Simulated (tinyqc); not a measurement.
Rapid thermal processing of a wafer: radiative balance, ramp and cooling, pattern effects, pyrometer error and spike budget: one step, computed by the program tinyqc. Command: `OMP_NUM_THREADS=1 python tinyqc.py 3111117 3111118 out.jsonl rtp walk`. One thread of a shared host (Intel(R) Xeon(R) Processor @ 2.30GHz), about 0.04 s of CPU time with the checks.

The wafer is opaque and uniform through its thickness unless said otherwise; temperatures in formulas are in kelvin (C + 273.15). sigma = 5.670374419e-12 W/(cm^2 K^4).

Question. Pattern effect. At steady state a sinusoidal change of absorbed power of relative amplitude a and period p gives the temperature amplitude a q/(dq/dT + k d (2 pi/p)^2); healing length l = sqrt(k d/(dq/dT)); process change = E_a dT/(k_B T^2). Emissivity is taken as unchanged.

Inputs (values chosen for the exercise, modelled on a hot silicon wafer):

| quantity | value | unit |
|---|---|---|
| wafer thickness d | 775 | micrometre |
| thermal conductivity k | 0.3 | W/(cm K) |
| wall temperature T_w | 700 | K |
| process temperature | 1140 | C |
| relative change of absorptivity over a pattern | 12 | % |
| period of the pattern | 1.9 | mm |
| activation energy of the process E_a | 1.24 | eV |

dq/dT = 87.17544 mW/(cm^2 K)

holding power q = 31.64981 W/cm^2

Constants: k_B = 8.617333262e-05 eV/K.

Give: healing length l; amplitude without lateral conduction; amplitude; change of the process rate.

Answer.

healing length l = 5.164 mm

amplitude without lateral conduction = 43.57 K

amplitude = 0.1489 K

change of the process rate = 0.1073 %

Lateral conduction cuts the amplitude to 0.34 %, since p/(2 pi l) = 0.059.
